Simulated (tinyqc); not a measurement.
From results back to parameters: free-carrier optics of a doped semiconductor (Drude model). Four cases, with inputs chosen for the exercise.

Problem. eps(E) is given at one energy; N and mu are hidden.

eps(E) = ei [1 - Ep^2/(E^2 + i E Gam)], with Ep^2 = 8 pi c (e^2/(4 pi eps0)) N/(m ei), c = hbar^2/2m0, N in 1/angstrom^3 (1e-24 per 1/cm^3); Gam = hbar/tau, tau = mu m m0/e with m0/e = 5.685630e-12 kg/C and mu in m^2/(V s). Energies in meV.

Constants: hbar^2/2m0 = 3.80998211 eV angstrom^2; e^2/(4 pi eps0) = 14.39964547 eV angstrom; hbar = 6.58211957e-16 eV s.

Case 1.

Values chosen (out of a larger set: mass and dielectric values near those of Ge; N and mu are free inputs; interband absorption and the rise of the mass with filling are left out; not measured data): m = 0.126 m0 (conductivity mass); ei = 16.28 (high-frequency dielectric constant); E = 106.3 meV (photon energy).

eps = 12.51008+0.16292i

Case 2.

Values chosen (out of a larger set: mass and dielectric values near those of Ge; N and mu are free inputs; interband absorption and the rise of the mass with filling are left out; not measured data): m = 0.12 m0 (conductivity mass); ei = 16.04 (high-frequency dielectric constant); E = 25.3 meV (photon energy).

eps = -60.29354+8.08534i

Case 3.

Values chosen (out of a larger set: mass and dielectric values near those of Si; N and mu are free inputs; interband absorption and the rise of the mass with filling are left out; not measured data): m = 0.277 m0 (conductivity mass); ei = 11.48 (high-frequency dielectric constant); E = 67.7 meV (photon energy).

eps = 10.08686+0.57335i

Case 4.

Values chosen (out of a larger set: mass and dielectric values near those of Si; N and mu are free inputs; interband absorption and the rise of the mass with filling are left out; not measured data): m = 0.272 m0 (conductivity mass); ei = 11.73 (high-frequency dielectric constant); E = 226.5 meV (photon energy).

eps = 10.51784+0.45555i

Find: Gam; Ep; N; mu.

Solution. ei - eps1 = ei Ep^2/(E^2 + Gam^2) and eps2 = (ei - eps1) Gam/E; the ratio gives Gam, then Ep, N and mu follow.

Case 1.

Gam = 4.59 meV
Ep = 51.20 meV
N = 3.90e+18 1/cm^3
mu = 2.00e+03 cm^2/(V s)

Case 2.

Gam = 2.68 meV
Ep = 55.50 meV
N = 4.30e+18 1/cm^3
mu = 3.60e+03 cm^2/(V s)

Case 3.

Gam = 27.86 meV
Ep = 25.50 meV
N = 1.50e+18 1/cm^3
mu = 150 cm^2/(V s)

Case 4.

Gam = 85.12 meV
Ep = 77.78 meV
N = 1.40e+19 1/cm^3
mu = 50.0 cm^2/(V s)

Computed by tinyqc, one run a case: `OMP_NUM_THREADS=1 python tinyqc.py N N+1 out.jsonl` with N = 1651906, 1651980, 1652107, 1652272; one thread of a shared Intel(R) Xeon(R) Processor @ 2.30GHz, about 0.01 s a run at most.
